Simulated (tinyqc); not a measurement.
p-type polysilicon, carrier trapping at grain boundaries: one step of the calculation.

One-dimensional grains of size Lg, uniform ionised doping N, monovalent traps Qt at each boundary at a depth Et below (for electrons) or above (for holes) the band edge there, abrupt depletion of width W on each side of a boundary, Boltzmann statistics. xi is the distance from the band edge at the grain centre to the Fermi level. Trapped charge Qt/(1 + exp((xi + VB - Et)/Vt)) = 2 N W, barrier VB = q N W^2/(2 eps0 eps_r).

Problem. Resistivity and effective mobility. n0 = NB exp(-xi/Vt); mean density n0 (1 - 2 W/Lg) by charge balance in a partly depleted grain, and n0 (sqrt(pi)/2) erf(u)/u with u = sqrt(VB/Vt) in a fully depleted one; v = sqrt(kB T/(2 pi ms m0)); barrier resistivity Vt exp(VB/Vt)/(q fe n0 v Lg); grain resistivity (1 - 2 W/Lg)/(q n0 mug); effective mobility 1/(q mean density total resistivity).

Inputs (values chosen for the exercise); values of the order met in polycrystalline silicon: temperature T = 350 K; valence-band density of states at T NB = 3.34e19 cm^-3; grain size Lg = 82 nm; mass for thermionic emission ms = 0.35 m0; correction factor of the emission rate fe = 0.25; mobility inside the grains mug = 90 cm^2/(V s).

Constants: q = 1.602176634e-19 C, kB = 1.380649e-23 J/K, m0 = 9.1093837015e-31 kg, Vt = kB T/q. Results are converted to the units shown.

W = 11.989427 nm
xi = 0.11449707 V
VB = 0.083368871 V

Give: n0; mean density; v; barrier resistivity; grain resistivity; resistivity; effective mobility.

Solution.

n0 = 7.5000e17 cm^-3
mean density = 5.3068e17 cm^-3
v = 4.9114e6 cm/s
barrier resistivity = 0.39552 ohm cm
grain resistivity = 0.065427 ohm cm
resistivity = 0.46095 ohm cm
effective mobility = 25.516 cm^2/(V s)

The resistivity is 4.98 times that of a single crystal with the same N and mobility mug, and the mean density is 70.8 % of N.

Computed by the program tinyqc: `OMP_NUM_THREADS=1 python tinyqc.py 2830031 2830032 out.jsonl`, one thread of a shared Intel Xeon 2.30GHz, about 0.01 s for the whole run.
